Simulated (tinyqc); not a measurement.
Inside a calculation: six-band k.p model of the valence band of a wurtzite crystal. Values are carried at full precision from step to step, so a last printed digit may differ when a step is redone from the rounded ones.

At k = 0: E1 = D1c + D2c + Te + Le (pure HH); E2, E3 = Le + u +/- sqrt(u^2 + 2 D3c^2), u = (D1c - D2c + Te)/2, D1c = Dcr, D2c = D3c = Dso/3. The weight of LH in state 2 is fL = (E2 - Le)^2/((E2 - Le)^2 + 2 D3c^2). Relative strengths of transitions to the conduction band: for E perpendicular to c (TE) 1/2, fL/2, (1 - fL)/2; for E along c (TM) 0, 1 - fL, fL, with one momentum element for both directions.

Constants: hc = 1239.841984 eV nm; hbar^2/2m0 = 3.80998211 eV angstrom^2.

Inputs chosen for the exercise (of the order of those of hexagonal CdSe; shifted at random, so the results belong to these values and not to a real crystal): Dcr = 0.0443 eV (crystal-field splitting); Dso = 0.4328 eV (spin-orbit splitting); e_par = 0.0085 (exx = eyy of a c-plane layer); D1 = -0.99 eV; D2 = 0.95 eV; D3 = 4.05 eV; D4 = -2.29 eV; C13 = 38 GPa; C33 = 83 GPa; Eg = 1.861 eV (direct gap at Gamma from the top of the unstrained valence band); a1 = -0.76 eV (gap potential along c); a2 = -3.6 eV (gap potential in the plane); A1 = -4.82; A2 = -0.41; A3 = 4.23; A4 = -1.3; A5 = -1.29; A6 = -0.61; kt = 0.049 1/angstrom (in-plane wave vector); kz = 0 1/angstrom (wave vector along c); kmax = 0.05 1/angstrom (end of the path).

## Edges without strain

Set Le = Te = 0.

E1, E2, E3 without strain (eV): 0.1886  0.1601  -0.2600

fL = 0.3810

edges from the top (eV): 0.0000  -0.0285  -0.4486

The top is state 1 (HH), TE light alone.

## Strain terms

Strain of a c-plane layer: exx = eyy = e_par, ezz = -2 (C13/C33) e_par; Le = D1 ezz + D2 (exx + eyy), Te = D3 ezz + D4 (exx + eyy).

Form ezz, Le and Te.

ezz = -0.007783
Le (strain shift of all three valence states) = 0.02386 eV
Te (further shift of HH and LH) = -0.07045 eV

## Edges and polarisation under strain

Use Le and Te.

E1, E2, E3 under strain (eV): 0.1420  0.1597  -0.2825

fL = 0.3073

Relative strengths:

| state | TE | TM |
|---|---|---|
| 1 | 0.500 | 0.000 |
| 2 | 0.154 | 0.693 |
| 3 | 0.346 | 0.307 |

The top is state 2, 69 % CH, which favours TM light; the next state lies 17.8 meV lower.

## Transition energies

Conduction edge: Ec = (top of the unstrained valence band) + Eg + (a1 + D1) ezz + (a2 + D2)(exx + eyy).

Ec minus each strained valence edge (state 1 is HH, states 2 and 3 are mixtures of LH and CH); wavelength hc/E of the lowest.

Ec = 2.0181 eV

transitions to states 1, 2, 3 (eV): 1.8762  1.8584  2.3006

wavelength = 667.2 nm

Strain moves the lowest transition by -3 meV. The deformation potentials of this set are rough, and this small net shift can differ from measurement even in sign.

## The block at one k

Block form of the six-band Hamiltonian (electron energies, z along c, kt the in-plane wave vector, c0 = hbar^2/2m0): H = [[F, K, -iW], [K, G, D - iW], [iW, D + iW, L]] in the basis HH, LH, CH; the other block is its conjugate and has the same levels. F = D1c + D2c + L + T, G = D1c - D2c + L + T, D = sqrt(2) D3c, with D1c = Dcr, D2c = D3c = Dso/3; L = c0 (A1 kz^2 + A2 kt^2) + Le, T = c0 (A3 kz^2 + A4 kt^2) + Te, K = c0 A5 kt^2, W = c0 A6 kt kz. The zero of energy is the CH state without spin-orbit coupling and strain; the term linear in k is left out.

Fill in the matrix.

H(k) (eV):
```
         HH       LH      CH
HH   0.1263  -0.0118       0
LH  -0.0118  -0.1622  0.2040
CH        0   0.2040  0.0201
```

## Levels and weights

H is one of the two 3 x 3 blocks into which the six-band matrix falls, in the basis HH, LH, CH of the unmixed zone-centre states. Diagonalise it.

levels from the top (eV): 0.1539  0.1251  -0.2947

weights:
```
      top  second  third
HH  0.052   0.947  0.001
LH  0.285   0.011  0.704
CH  0.663   0.042  0.296
```

## Bands in the plane and along c

Six points from 0 to kmax each way.

Levels (eV):

| \|k\| (1/angstrom) | top, in plane | second | third | top, along c | second, along c | third, along c |
|---|---|---|---|---|---|---|
| 0.000 | 0.1597 | 0.1420 | -0.2825 | 0.1597 | 0.1420 | -0.2825 |
| 0.010 | 0.1594 | 0.1413 | -0.2830 | 0.1584 | 0.1417 | -0.2832 |
| 0.020 | 0.1586 | 0.1393 | -0.2845 | 0.1544 | 0.1411 | -0.2854 |
| 0.030 | 0.1573 | 0.1359 | -0.2870 | 0.1478 | 0.1399 | -0.2890 |
| 0.040 | 0.1556 | 0.1309 | -0.2906 | 0.1386 | 0.1384 | -0.2943 |
| 0.050 | 0.1537 | 0.1243 | -0.2953 | 0.1364 | 0.1270 | -0.3013 |

Along c the HH state has the mass -1/(A1 + A3) = 1.69 and the CH state -1/A1 = 0.207; in the plane, far from the edge, the masses tend to -1/(A2 + A4 - A5) = 2.38, -1/(A2 + A4 + A5) = 0.333 and -1/A2 = 2.44.

## Checks

- Closed-form edges against the diagonalisation at k = 0: they agree to 1e-10 or better.

tinyqc: `OMP_NUM_THREADS=1 python tinyqc.py 1080826 1080827 out.jsonl`; about 0.01 s, one thread, shared Intel(R) Xeon(R) Processor @ 2.30GHz.
